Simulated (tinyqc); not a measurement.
Local against global planarity over time: chemical-mechanical planarisation: Preston law, pattern density and step-height reduction. Computed by tinyqc, a small Python program. Command: `OMP_NUM_THREADS=1 python tinyqc.py 3021889 3021890 out.jsonl cmp walk`. One thread of a shared host (Intel(R) Xeon(R) Processor @ 2.30GHz), about 0.01 s of CPU time with the checks.

A row of 12 cells, repeated periodically, holds raised features that cover a share rho of each cell.

Inputs (values chosen for the exercise, close to those used for oxide polishing):
```
quantity                          value  unit
Preston coefficient K           6.9e-14  1/Pa
pressure P                           21   kPa
platen and carrier speed             60   rpm
distance between the centres         16    cm
initial step height h0              360    nm
contact height h_c                  110    nm
film above the raised areas z0      660    nm
cell size                           1.9    mm
planarisation length                2.7    mm
```

local pattern densities, cell by cell: 0.7  0.3  0.1  0.4  0.3  0.8  0.4  0.4  0.8  0.8  0.5  0.2

Method:
- With equal rotation speeds the relative speed is uniform, v = omega r_c; Preston rate R0 = K P v.
- The stiff pad averages the density: rho_eff(i) = sum_j w_ij rho_j / sum_j w_ij, w = exp(-2 d^2/L^2), L the planarisation length and d the distance between cell centres, summed over all periodic images of cell j.
- While h > h_c only raised areas polish, at R0/rho_eff, until t_c = rho_eff (h0 - h_c)/R0. After that h = h_c exp(-(t - t_c)/tau), tau = rho_eff h_c/R0; low areas polish at R0 (1 - h/h_c) and raised areas at R0 [1 + (1 - rho_eff) h/(rho_eff h_c)]. Removed from raised areas after t_c: h0 - h_c + R0 (t - t_c) + (1 - rho_eff)(h_c - h); from low areas: R0 (t - t_c) - rho_eff (h_c - h). Film left = z0 less the removal from raised areas.
- Times are multiples of h0/R0; the range is the largest minus the smallest removal from raised areas.

effective densities: 0.503761  0.341721  0.212873  0.319817  0.424056  0.603723  0.486647  0.491960  0.709064  0.726718  0.505320  0.374340

blanket rate R0 = 1.45669 nm/s

Steps and range (nm):
```
multiple   t (s)  largest step  smallest step  range across the row  mean removal from raised areas
0.10       24.71        310.46         190.89                119.58                           84.82
0.20       49.43        260.92          49.32                217.47                          167.84
0.30       74.14        211.39          10.60                234.41                          241.35
0.45      111.21        137.08           1.06                221.61                          328.23
0.60      148.28         71.60           0.11                204.47                          395.82
0.80      197.71         29.09           0.00                192.93                          474.11
1.00      247.14         11.82           0.00                188.21                          548.03
1.30      321.28          3.06           0.00                185.82                          656.80
1.70      420.13          0.51           0.00                185.12                          800.97
```

What does the comparison show, and why?

Local steps shrink to 0.51 nm or less, but the range across the row reaches up to 234.4 nm among these rows and ends at 185.1 nm, against the limit (largest - smallest rho_eff) h0 = 185.0 nm: once flat, all cells polish alike and the difference stays. Evener density (dummy fill), a longer planarisation length or a smaller initial step reduces it. Caution: in the last rows the removal passes z0 somewhere, so they describe a thicker film than the one given.

Extremes, crossings and ranges named in words are read from the listed rows.
